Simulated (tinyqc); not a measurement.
Length of a polyene: Hueckel, PPP and singles CI along the polyenes. Computed by the program tinyqc. 

All-trans chains of carbon centres 1.40 angstrom apart:
```
parameter,value
"beta (eV), times 1 +/- alternation",-2.620000
alternation,0
W (eV),11.160000
gamma_rr (eV),9.700000
repulsion formula,Ohno
```

Hueckel uses the same beta without repulsion; CIS keeps all single excitations and so misses the low, doubly excited 2Ag state. W is the valence ionisation energy of a centre, MN the Mataga-Nishimoto formula, f the oscillator strength.

Gaps and excitations (eV):
```
centres,Hueckel gap,PPP orbital gap,bright singlet (CIS),f,lowest triplet (CIS)
2,5.2400,12.2969,6.5615,0.5626,3.9185
4,3.2385,9.4312,4.9889,1.1018,2.5458
6,2.3320,7.9531,4.0780,1.5937,1.8829
8,1.8198,7.0461,3.4816,2.0431,1.5119
10,1.4915,6.4330,3.0590,2.4495,1.2812
12,1.2632,5.9927,2.7446,2.8175,1.1271
14,1.0955,5.6631,2.5026,3.1532,1.0188
```

The Hueckel gap tends to 4 x alternation x |beta| = 0.00 eV for long chains (zero without alternation, falling as 1/N). Exchange opens the PPP orbital gap, and the attraction of electron and hole brings the bright state 3.16 eV below it at 14 centres; the triplet lies 1.48 eV lower still.
